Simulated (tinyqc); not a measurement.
Wannier functions of a composite (isolated) pair of valence bands (bonds of an sp chain), step by step. Values are carried at full precision from step to step, so a last printed digit may differ when a step is redone from the rounded ones.

Each atom has a hybrid pointing left (<) and right (>). H(k): diagonal +V3 on A, -V3 on B; <A<|A>> = -V1a, <B<|B>> = -V1b, <A>|B<> = -V2, <B>|A<> = -V2p exp(ik); k in 1/a, Bloch sums with exp(ikR). The two lowest bands are filled. Trial functions in cell 0: g1 = cos(c) A> + sin(c) B<, and g2 = sin(c) B> + cos(c) A< of cell 1, whose Bloch vector has cos(c) exp(-ik) on A<. Projection A_mn = <psi_m|g_n>, S = A^+ A, Loewdin U = A S^(-1/2), Bloch-like states w_n = sum_m psi_m U_mn, H_W(k) = U^+ diag(E) U. P = sum_m |psi_m><psi_m| is free of phase choices, and S = g^+ P g, w = P g S^(-1/2).

Parameters, chosen for this exercise: V2 = 3.28 eV (coupling in the bond A-B inside the cell); V2p = 2.78 eV (coupling in the bond to the next cell); V1a = 1.12 eV (coupling of the two hybrids on A); V1b = 0.82 eV (the same on B); V3 = 0 eV (A at +V3, B at -V3); j = 3 (mesh point, k = 2 pi j/N); N = 6 (k points); c = 35 degrees (trial bonds cos(c) on A, sin(c) on B); xb = 0.49 a (position of B (A at 0)).

## H at one mesh point

Fill in the matrix.

H(k) (eV), lower triangle:
```
         A<       A>       B<  B>
A<        0
A>  -1.1200        0
B<        0  -3.2800        0
B>   2.7800        0  -0.8200   0
```

## Levels and the projector on the filled bands

Diagonalise; P = sum over the two lowest states of |psi><psi|.

levels (eV): -3.4730  -2.8899  2.8899  3.4730

P, lower triangle:
```
         A<      A>      B<      B>
A<   0.5000
A>   0.1524  0.5000
B<        0  0.4762  0.5000
B>  -0.4762       0  0.1524  0.5000
```

The filled states put 2.000 electrons on A and 2.000 on B at this k.

## Loewdin orthogonalisation

The trial vectors are the columns g1 = (0, cos c, sin c, 0), g2 = (cos c exp(-ik), 0, 0, sin c), k = 2 pi j/N. Form S = g^+ P g, its eigenvalues, S^(-1/2), and w = P g S^(-1/2).

S:
```
         1        2
1   0.9475  -0.0521
2  -0.0521   0.9475
```

eigenvalues of S: 0.8953  0.9996

S^(-1/2):
```
        1       2
1  1.0285  0.0283
2  0.0283  1.0285
```

w:
```
         1        2
A<  0.1091  -0.6986
A>  0.6986  -0.1091
B<  0.6986   0.1091
B>  0.1091   0.6986
```

The combinations of the trial bonds that diagonalise S lie 89.5 to 100.0 % inside the filled space; an eigenvalue near zero would mark a poor choice.

## The Hamiltonian in the new basis

H_W = w^+ H w; its eigenvalues must be the two filled levels.

H_W(k) (eV):
```
        1       2
1  -3.431   0.150
2   0.150  -2.931
```

eigenvalues (eV): -3.473  -2.890

## Hoppings between the Wannier functions

H_mn(R) = (1/N) sum_k exp(-ikR) H_W,mn(k), the coupling of function m in cell 0 to function n in cell R.

H(R) (eV):

| R | 11 | 12 | 21 | 22 |
|---|---|---|---|---|
| -2 | 0.0012 | -0.0044 | -0.0003 | 0.0011 |
| -1 | 0.0369 | -0.5530 | -0.0068 | 0.0369 |
| 0 | -3.3599 | -0.4053 | -0.4053 | -2.8599 |
| 1 | 0.0369 | -0.0068 | -0.5530 | 0.0369 |
| 2 | 0.0012 | -0.0003 | -0.0044 | 0.0011 |
| 3 | 0.0001 | -0.0002 | -0.0002 | 0.0001 |

The bond levels are -3.360 and -2.860 eV, against -sqrt(V2^2 + V3^2) = -3.280 and -2.780 for isolated bonds. Neighbouring bonds couple by -0.405 eV through B; the bond-orbital estimate is -V1b (1 + ap)/2 = -0.410 with the mean V2 in ap = V3/sqrt(V2^2 + V3^2).

## The functions in real space

w_n(R) = (1/N) sum_k exp(ikR) w_n(k); point-like hybrids at R (A) and R + xb (B) give centres and spreads.

Function 1:

| R | A< | A> | B< | B> |
|---|---|---|---|---|
| -2 | 0.0001 | 0.0005 | -0.0003 | -0.0029 |
| -1 | 0.0013 | 0.0087 | -0.0075 | -0.0643 |
| 0 | 0.0655 | 0.7024 | 0.7024 | 0.0486 |
| 1 | -0.0470 | -0.0046 | 0.0116 | 0.0012 |
| 2 | -0.0023 | -0.0002 | 0.0007 | 0.0000 |
| 3 | -0.0002 | 0.0000 | 0.0000 | -0.0002 |

centres (a): 1 0.2431, 2 0.7469

spreads (a^2): 1 0.0637, 2 0.0687

Function 1 has 98.7 % of its weight on the two hybrids of its bond. Its centre lies -0.0019 a from the middle of the bond.

## Checks

- Eigenvalues of H_W against the filled levels: they agree to 1e-10 or better.
- W^+ w against the unit matrix: they agree to 1e-10 or better.

Run: tinyqc, `OMP_NUM_THREADS=1 python tinyqc.py 1451942 1451943 out.jsonl`; Intel(R) Xeon(R) Processor @ 2.30GHz, one thread, shared host; about 0.3 s of CPU time with all checks.
